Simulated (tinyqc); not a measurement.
# Energy and delay of logic against supply voltage: optimum supplies against the temperature

One expression serves below and above threshold: I(Vg) = Ik [ln(1 + exp((Vg - VT + dd V)/(al nf Vt)))]^al, with I_on = I(V) and I_off = I(0). Gate delay td = kd C V/I_on, clock period LD td. Per gate and cycle the switching energy is act C V^2 and the leakage energy I_off V LD td. No short-circuit current, no variation. Minima are sought above 0.09 V; below a few Vt gates no longer switch and the model has no meaning.

V_min minimises the energy and V_EDP the product of energy and td. VT, Ik and nf are held fixed.

Inputs (values chosen for the exercise); values of the order met in logic technologies: threshold voltage at zero drain bias VT = 0.19 V; slope factor nf = 1.24; barrier lowering per volt of supply dd = 0.1; specific current of a gate Ik = 0.78 uA; exponent of the current law al = 1.48; load capacitance of a gate C = 0.84 fF; delay factor kd = 0.7; logic depth LD = 20; activity factor act = 0.05.

Constants: q = 1.602176634e-19 C, kB = 1.380649e-23 J/K, Vt = kB T/q. Results are converted to the units shown.

Result of one run:
```
T (K)  V_min (V)  energy at V_min (aJ)  leakage share (%)  clock at V_min (MHz)  V_EDP (V)  clock at V_EDP (GHz)
340       0.2224                 5.745              63.85                 452.2     0.4049                 1.648
```

What becomes of these results when the temperature T is changed from 340 to 310 K, all else the same?

Result of the changed run:
```
T (K)  V_min (V)  energy at V_min (aJ)  leakage share (%)  clock at V_min (MHz)  V_EDP (V)  clock at V_EDP (GHz)
310       0.2064                 4.215              57.55                 390.4     0.3832                 1.727
```

The whole series:
```
T (K)  V_min (V)  energy at V_min (aJ)  leakage share (%)  clock at V_min (MHz)  V_EDP (V)  clock at V_EDP (GHz)
220       0.1503                 1.549              38.77                 113.7     0.3441                 2.354
250       0.1699                 2.182              44.43                 208.5     0.3515                 2.032
280       0.1887                 3.048              50.91                 306.5     0.3648                 1.842
310       0.2064                 4.215              57.55                 390.4     0.3832                 1.727
340       0.2224                 5.745              63.85                 452.2     0.4049                 1.648
```

As T goes from 220 to 340, V_min rises from 0.150 to 0.222 V, the energy there rises from 1.55 to 5.75 aJ, the clock there rises from 114 to 452 MHz and V_EDP rises from 0.344 to 0.405 V.

Computed by the program tinyqc: `OMP_NUM_THREADS=1 python tinyqc.py 2082162 2082163 out.jsonl`, one thread of a shared Intel Xeon 2.30GHz, about 0.01 s for the whole run.
